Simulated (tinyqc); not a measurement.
Long-channel MOSFET, surface-potential model: two steps of the calculation.

n-channel transistor on a uniformly doped p-type body, gradual-channel approximation, constant mobility, Boltzmann statistics, full ionisation. Potentials are counted from the neutral body; V is the electron quasi-Fermi potential, Vsb at the source and Vsb + Vds at the drain. Charges are magnitudes per area.

Inputs (values chosen for the exercise); material values close to those of silicon:
- T = 350 K (temperature)
- Vfb = -0.52 V (flat-band voltage)
- mu = 620 cm^2/(V s) (channel mobility)
- W = 1 um (gate width)
- L = 5 um (gate length)
- Vsb = 0 V (source-body reverse bias)
- Vgs = 0.26 V (gate-source voltage)
- Vds = 0.05 V (drain-source voltage)

Constants: q = 1.602176634e-19 C, kB = 1.380649e-23 J/K, Vt = kB T/q. Results are converted to the units shown.

Problem 1. Surface potential at the source by Newton steps. With V = Vsb: G = psi - Vt + Vt e, e = exp((psi - 2 phiF - Vsb)/Vt); f = Vgs + Vsb - Vfb - psi - gamma sqrt(G); f' = -1 - gamma (1 + e)/(2 sqrt(G)); psi(new) = psi - f/f'.

psi at the start (the root without inversion charge) = 0.67041600 V
phiF = 0.31773844 V
gamma = 0.13695230 V^0.5

Find: G; f; f'; psi after iteration 1.

Solution 1.

G = 0.7363 V
f = -0.007933 V
f' = -1.334
psi after iteration 1 = 0.6645 V

Problem 2. Charges and current of the charge-sheet model. psi_0 and psi_L solve Vgs + Vsb - Vfb - psi = gamma sqrt(G) at V = Vsb and Vsb + Vds. Qi = Cox gamma [sqrt(G) - sqrt(psi - Vt)], G = psi - Vt + Vt exp((psi - 2 phiF - V)/Vt), at both ends. With U = Vgs + Vsb - Vfb: drift = mu (W/L) Cox [U (psi_L - psi_0) - (psi_L^2 - psi_0^2)/2 - (2/3) gamma ((psi_L - Vt)^1.5 - (psi_0 - Vt)^1.5)]; diffusion = mu (W/L) Vt (Qi0 - QiL).

psi_0 = 0.66437230 V
psi_L = 0.66904527 V
phiF = 0.31773844 V
Cox = 0.41570412 uF/cm^2
gamma = 0.13695230 V^0.5

Wanted: Qi0; QiL; drift current; diffusion current; drain current.

Solution 2.

Qi0 = 2.7280 nC/cm^2
QiL = 0.61874 nC/cm^2
drift current = 9.6961e-4 uA
diffusion current = 0.0078886 uA
drain current = 0.0088582 uA

Drift carries 10.9 % of the current.

Numbers from tinyqc (`OMP_NUM_THREADS=1 python tinyqc.py 2360095 2360096 out.jsonl`; about 0.04 s on one thread of a shared Intel Xeon 2.30GHz).
